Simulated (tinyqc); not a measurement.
# Six-transistor SRAM cell, nodal equations and margins: what changes with what

Two cross-coupled inverters (pull-down bn, pull-up bp) hold the nodes Q and QB; access transistors (ba, threshold VTn, gate on the word line at Vdd when selected) join them to the bit lines. Transistor (EKV form, voltages against the body): I = 2 n b Vt^2 [F(vp - Vs) - F(vp - Vd)] from drain to source, F(v) = ln^2(1 + exp(v/(2 Vt))), vp = (Vg - VT + sg |Vd - Vs|)/n. n-channel bodies are at 0; for the p-channel device all voltages are counted down from Vdd. b in uA/V^2 gives I in uA. For an access transistor the bit line is the drain and the node the source. In a read both bit lines are at Vdd. The cell is symmetric (no mismatch).

Values chosen for this exercise: temperature T = 300 K; supply voltage Vdd = 0.5 V; slope factor n = 1.11; drain-induced barrier lowering sg = 0.037; n-channel threshold VTn = 0.26 V; p-channel threshold (magnitude) VTp = 0.34 V; gain factor of the pull-down transistor bn = 220 uA/V^2; gain factor of the access transistor ba = 180 uA/V^2; gain factor of the pull-up transistor bp = 120 uA/V^2.

Constants: q = 1.602176634e-19 C, kB = 1.380649e-23 J/K, Vt = kB T/q. Results are converted to the units shown.

Each table varies one quantity; the others keep the values above.

## Effect of the supply voltage

f(x) is the node voltage of one half-cell for input x: In = Ip in hold, In = Ip + Ia in a read. Static noise margin: side of the largest square between the curve (x, f(x)) and its mirror image (f(y), y); with h(c) the root x of f(x) - x = c, it is the maximum over c > 0 of h(c) - h(-c) + c. Q is the low node in a read and Iread the current of its access transistor. The write trip is the voltage to which the bit line of the high node must fall (the other staying at Vdd) for that state to vanish; higher is easier, and a negative value means that a grounded bit line does not write.

Effect of the supply voltage:
```
Vdd (V)	hold margin (mV)	read margin (mV)	Q in a read (mV)	Iread (uA)	write trip (mV)
0.4	141.2	57.22	43.19	1.049	154.2
0.5	187.0	79.49	63.86	2.850	183.1
0.6	230.4	98.54	86.93	5.612	219.2
0.7	269.7	113.7	110.8	9.314	259.3
0.85	319.8	130.2	147.1	16.62	323.5
1	362.0	141.8	183.6	26.01	391.5
```

As Vdd goes from 0.4 to 1 V, the read margin rises from 57.2 to 142 mV, the write trip rises from 154 to 392 mV and Iread rises from 1.05 to 26.0 uA. The read margin is 0.41 of the hold margin in the first row and 0.39 in the last. For Vdd = 0.4 to 0.6 V the read margin is under 100 mV, which threshold mismatch, left out here, can use up in a large array.

## Effect of the gain factor of the pull-up transistor

Same model as above.

Results:
```
bp (uA/V^2)	hold margin (mV)	read margin (mV)	Q in a read (mV)	Iread (uA)	write trip (mV)
37	170.3	65.56	63.89	2.849	227.7
52	175.4	69.67	63.88	2.849	215.8
75	180.6	74.02	63.87	2.850	202.1
150	189.9	82.04	63.86	2.850	173.4
220	194.5	86.36	63.86	2.850	155.2
```

Estimate the missing row, bp = 110 uA/V^2.

Computed row:
```
bp (uA/V^2)	hold margin (mV)	read margin (mV)	Q in a read (mV)	Iread (uA)	write trip (mV)
110	185.9	78.49	63.87	2.850	186.8
```

With this row back in the table: As bp goes from 37 to 220 uA/V^2, the read margin rises from 65.6 to 86.4 mV, the write trip falls from 228 to 155 mV and Iread stays near 2.85 uA. The read margin is 0.38 of the hold margin in the first row and 0.44 in the last. Read stability and write ability pull in opposite directions. In every row the read margin is under 100 mV, which threshold mismatch, left out here, can use up in a large array.

tinyqc, about 0.2 s, one thread, Intel Xeon 2.30GHz (shared host): `OMP_NUM_THREADS=1 python tinyqc.py 2340170 2340171 out.jsonl`
